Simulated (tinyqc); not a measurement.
From results back to parameters: strained quantum well: band edges, subbands and transparency. Three cases, with inputs chosen for the exercise.

Problem. In a thick strained layer the gaps to heavy and light holes are Ec - E_HH and Ec - E_LH. They were computed from hidden e and Eg.

Growth on (001), barriers unstrained: tr(e) = e (2 - nu2), Z = b e (1 + nu2); Ec = Ev + Eg + ac tr(e), E_HH = Ev + av tr(e) + Z, E_LH = Ev + av tr(e) - Z (coupling to the split-off band left out).

Find: Z; e; Eg.

Method. Half of (Ec - E_LH) - (Ec - E_HH) is Z, which gives e; the mean is Eg + (ac - av) tr(e).

Case 1.

Values chosen (near those of an InGaAs/InP well; not measured data): nu2 = 1.02 (2 C12/C11); ac = -5.77 eV; av = 1.05 eV (Ev moves by av tr(e)); b = -1.87 eV (shear potential).

Ec - E_HH, Ec - E_LH (eV): 0.60974  0.67924

Solution.

Z = 0.0348 eV
e = -0.0092
Eg = 0.583 eV

Case 2.

Values chosen (near those of an InGaAs/AlGaAs well; not measured data): nu2 = 0.941 (2 C12/C11); ac = -6.92 eV; av = 1.14 eV (Ev moves by av tr(e)); b = -1.98 eV (shear potential).

Ec - E_HH, Ec - E_LH (eV): 1.28389  1.34922

Solution.

Z = 0.0327 eV
e = -0.0085
Eg = 1.244 eV

Case 3.

Values chosen (near those of a GaAsP/AlGaAs well; not measured data): nu2 = 0.925 (2 C12/C11); ac = -7.22 eV; av = 1.19 eV (Ev moves by av tr(e)); b = -1.98 eV (shear potential).

Ec - E_HH, Ec - E_LH (eV): 1.47659  1.46287

Solution.

Z = -0.0069 eV
e = 0.0018
Eg = 1.486 eV

Computed by tinyqc, one run a case: `OMP_NUM_THREADS=1 python tinyqc.py N N+1 out.jsonl` with N = 1280789, 1280866, 1280911; one thread of a shared Intel(R) Xeon(R) Processor @ 2.30GHz, about 0.02 s a run at most.
